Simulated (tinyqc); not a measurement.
Width of the well: polar nitride quantum well with polarisation fields.

Growth along [0001]. e_par = (a_sub - a)/a, Ppz = 2 e_par (e31 - e33 C13/C33), P = Psp + Ppz in each layer; strain relaxation and the strain shift of the gaps are left out, although thick layers with more than about 1 % mismatch would relax.

In a periodic stack without free charge the potential drop over a period vanishes: F_w = (P_b - P_w) Lb/(eps0 (eps_w Lb + eps_b Lw)), F_b = -F_w Lw/Lb, eps0 = 8.8541878e-12 F/m; 1 MV/cm = 1e8 V/m = 0.01 V/angstrom.

Envelope functions on cells of 0.25 angstrom over barrier, well, barrier (widths Lb, Lw, Lb), psi = 0 beyond, psi'/m continuous (mean mass between points), c = hbar^2/2m0. With u(z) the integral of e F (F_w in the well, F_b = -F_w Lw/Lb in the barriers, 1 MV/cm = 0.01 V/angstrom), zero at the centre of the well, the electron sees u plus Vc in the barriers and the hole -u plus Vv. The transition is Eg + E_e + E_h; excitons are left out.

Constants: hbar^2/2m0 = 3.80998211 eV angstrom^2; hc = 1239.841984 eV nm.

Inputs chosen for the exercise (near those of a GaN well in AlGaN; the results hold for these values, not for the real material):

| symbol | value | unit | meaning |
|---|---|---|---|
| a_w | 3.189 | angstrom | lattice constant a, well |
| a_b | 3.154 | angstrom | lattice constant a, barrier |
| a_sub | 3.189 | angstrom | in-plane lattice constant of the stack |
| Psp_w | -0.0332 | C/m^2 | spontaneous polarisation |
| Psp_b | -0.0543 | C/m^2 | spontaneous polarisation |
| e31_w | -0.348 | C/m^2 |  |
| e31_b | -0.407 | C/m^2 |  |
| e33_w | 0.643 | C/m^2 |  |
| e33_b | 1.044 | C/m^2 |  |
| C_w | 0.274 |  | C13/C33 |
| C_b | 0.285 |  | C13/C33 |
| eps_w | 10.2 |  | dielectric constant |
| eps_b | 10.4 |  | dielectric constant |
| Lb | 115 | angstrom | barrier width |
| Eg | 3.44 | eV | gap of the well |
| Vc | 0.733 | eV | conduction offset |
| Vv | 0.345 | eV | valence offset |
| me | 0.2 | m0 | electron, well |
| meb | 0.255 | m0 | electron, barrier |
| mh | 1.69 | m0 | hole, everywhere |
| Ls | (10, 14, 20, 28, 38, 50) | angstrom | well widths |

Field, levels and overlap anew for each width.

Results:

| Lw (angstrom) | F_w (MV/cm) | E (eV) | E without field (eV) | overlap^2 | ln overlap^2 |
|---|---|---|---|---|---|
| 10 | -3.736 | 3.8497 | 3.9141 | 0.674 | -0.40 |
| 14 | -3.619 | 3.6614 | 3.7785 | 0.494 | -0.71 |
| 20 | -3.455 | 3.4389 | 3.6611 | 0.218 | -1.52 |
| 28 | -3.259 | 3.1933 | 3.5796 | 0.0434 | -3.14 |
| 38 | -3.043 | 2.9275 | 3.5283 | 0.00296 | -5.82 |
| 50 | -2.818 | 2.6506 | 3.4969 | 5.91e-05 | -9.74 |

How do the results move, and what explains it?

The red shift grows from 64 to 846 meV. The line drops below Eg between 14 and 20 angstrom, which a square well can never do. Over the last two rows dE/dLw = -23.1 meV per angstrom, against -|e F_w| = -28.2 in the last row; the field itself weakens by 25 % over the table, since a wider well shares the drop with the barrier. The overlap falls by a factor 1.14e+04.

Computed by tinyqc, a small Python program: `OMP_NUM_THREADS=1 python tinyqc.py 1250635 1250636 out.jsonl` (the numbers bound the seed that draws the inputs); one thread of a shared host (Intel(R) Xeon(R) Processor @ 2.30GHz), about 0.08 s for the whole set of steps.
